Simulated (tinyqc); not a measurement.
From results back to parameters: metal-induced gap states at the contact of a metal chain and a two-band chain. Three cases, with inputs chosen for the exercise.

Problem. With gap states the barrier for electrons is phi = S (W - chi - p) + p, W being the work function of the metal, S the pinning factor and p the depth of the neutrality level below the conduction edge. The barriers for two metals come from hidden S and p, those of the chain and not of a measured contact.

Case 1.

Values chosen (out of a larger set: gap and optical dielectric constant near those of Ge; the chain itself is a model; not measured data):
- W1 = 4.02 eV (work function of metal 1)
- W2 = 5.48 eV (of metal 2)
- chi = 4.03 eV (electron affinity)

barriers (eV): metal 1 0.32228, metal 2 0.43470

Case 2.

Values chosen (out of a larger set: gap and optical dielectric constant near those of SiC; the chain itself is a model; not measured data):
- W1 = 4.08 eV (work function of metal 1)
- W2 = 5.22 eV (of metal 2)
- chi = 3.5 eV (electron affinity)

barriers (eV): metal 1 1.07455, metal 2 1.67761

Case 3.

Values chosen (out of a larger set: gap and optical dielectric constant near those of GaN; the chain itself is a model; not measured data):
- W1 = 4.4 eV (work function of metal 1)
- W2 = 5.19 eV (of metal 2)
- chi = 4.11 eV (electron affinity)

barriers (eV): metal 1 1.14344, metal 2 1.40256

Find: S, p (eV).

Solution. The slope of the barrier against W is S; then p = (phi1 - S (W1 - chi))/(1 - S).

Case 1.

S, p (eV): 0.077  0.350

Case 2.

S, p (eV): 0.529  1.630

Case 3.

S, p (eV): 0.328  1.560

Computed by tinyqc, one run a case: `OMP_NUM_THREADS=1 python tinyqc.py N N+1 out.jsonl` with N = 1480069, 1480096, 1480129; one thread of a shared Intel(R) Xeon(R) Processor @ 2.30GHz, about 0.01 s a run at most.
